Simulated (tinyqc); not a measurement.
Surface photovoltage measurement of the minority-carrier diffusion length in a wafer. From one set of inputs to another, one input at a time. Computed by tinyqc, a small Python program. Command: `OMP_NUM_THREADS=1 python tinyqc.py 3130482 3130483 out.jsonl spv ladder`. One thread of a shared host (Intel(R) Xeon(R) Processor @ 2.30GHz), about 0.02 s of CPU time with the checks.

Low injection, steady light, a depletion layer much thinner than 1/alpha and L. The excess density dn is taken at the front edge of the neutral region; light that reaches the back is lost.

The inputs printed are set A. Inputs not listed in the table keep their values of set A, so the rows need not describe a real material.

Inputs (values chosen for the exercise, modelled on p-type silicon at room temperature):
```
quantity                                             value        unit
diffusion length L                                     590  micrometre
wafer thickness W                                      725  micrometre
diffusivity D                                         24.3      cm^2/s
front recombination velocity S_f                       110        cm/s
back recombination velocity S_b                      13000        cm/s
photon flux entering                               2.2e+12  1/(cm^2 s)
minority density at the surface barrier scale n_0  6.9e+10      1/cm^3
temperature T                                          298           K
wavelength                                             991          nm
relative noise of each reading                           0           %
```

normal deviates g for the noise: 0.79  0.26  0.33  -0.03  -0.82  -0.69  -0.48

Constants: k_B = 8.617333262e-05 eV/K.

Method:
- alpha = (84.732/lambda - 76.417)^2 per cm with lambda in micrometre (an empirical fit for silicon between 0.7 and 1.05 micrometre).
- Thick wafer: dn = Phi L/((S_f + D/L)(L + 1/alpha)). Finite wafer, with s = S_b L/D, w = W/L, a = alpha L: dn = [Phi a/(a^2 - 1)] [a - B - exp(-alpha W)(a - s)/(cosh w + s sinh w)]/(S_f + B D/L), B = (sinh w + s cosh w)/(cosh w + s sinh w).
- Photovoltage V = (k_B T/e) ln(1 + dn/n_0). Lifetime = L^2/D.
- Readings y = (Phi/dn) (1 + noise x g) at 780, 830, 880, 920, 950, 975 and 995 nm; a least-squares line y = c (1/alpha + L_app) gives L_app = intercept/slope.

Each row keeps all changes above it:
```
input moved                                 from       to  dn, finite wafer (1/cm^3)  apparent length L_app (micrometre)  photovoltage V (mV)
set A                                          -        -                 2.9356e+09                              455.75               1.0699
diffusion length L (micrometre)              590       61                 1.7996e+08                               61.00               0.0669
diffusivity D (cm^2/s)                      24.3     24.8                 1.7642e+08                               61.00               0.0656
wavelength (nm)                              991      863                 3.9143e+08                               61.00               0.1453
front recombination velocity S_f (cm/s)      110      300                 3.7439e+08                               61.00               0.1390
photon flux entering (1/(cm^2 s))        2.2e+12  6.7e+11                 1.1402e+08                               61.00               0.0424
back recombination velocity S_b (cm/s)     13000   100000                 1.1402e+08                               61.00               0.0424
```

Where does the difference come from?

dn, finite wafer goes from 2.94e9 to 1.14e8, a factor 0.0388 in all. The largest single move comes from diffusion length L (a factor 0.0613), and wavelength works against it (a factor 2.22). Apparent length L_app goes from 456 to 61.0, a factor 0.134 in all. The largest single move comes from diffusion length L (a factor 0.134). Photovoltage V goes from 1.07 to 0.0424, a factor 0.0396 in all. The largest single move comes from diffusion length L (a factor 0.0625), and wavelength works against it (a factor 2.22). The single moves hold for this order of the switches; the total does not depend on the order.

Extremes, crossings and ranges named in words are read from the listed rows.
